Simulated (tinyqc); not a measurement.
X-ray reflectivity of a thin film on silicon: critical angles, Parratt recursion, fringes and roughness: one step, computed by the program tinyqc.

n = 1 - delta + i beta; the classical electron radius is r_e = 2.8179403e-6 nm. Layer 0 is vacuum, 1 the film, 2 the substrate.

Question. Reflectivity at one angle. k_j = (2 pi/lambda) sqrt(sin^2 theta - 2 delta_j + 2 i beta_j); r_ij = (k_i - k_j)/(k_i + k_j) x exp(-2 k_i k_j sigma^2) (Nevot-Croce); r = (r_01 + r_12 p)/(1 + r_01 r_12 p), p = exp(2 i k_1 d); R = |r|^2.

Inputs (values chosen for the exercise, modelled on Al2O3 on silicon, copper K-alpha radiation):
```
quantity,value,unit
wavelength lambda,0.15406,nm
film thickness d,27.6,nm
roughness of the surface sigma_1,0.23,nm
roughness of the interface sigma_2,0.52,nm
grazing angle theta,2.16,degrees
```

Constants:
```
layer,rho_e (1/nm^3),delta,beta,critical angle (degrees),q_c (1/nm)
film,898.4311,9.563492e-06,1.147619e-07,0.2505797,0.3567329
substrate,711.4015,7.572626e-06,1.741704e-07,0.2229774,0.3174375
```

Give: k_0, k_1, k_2; 1000 r_01; 1000 r_12; p; reflectivity R; q = 4 pi sin(theta)/lambda.

Answer.

k_0, k_1, k_2 (1/nm): [1.5372, 1.5268+0.0001i, 1.5289+0.0002i]

1000 r_01 = 2.6438-0.0320i

1000 r_12 = -0.20071-0.00590i

p = -0.84919+0.51495i

reflectivity R = 7.9542e-06

q = 4 pi sin(theta)/lambda = 3.0743 1/nm
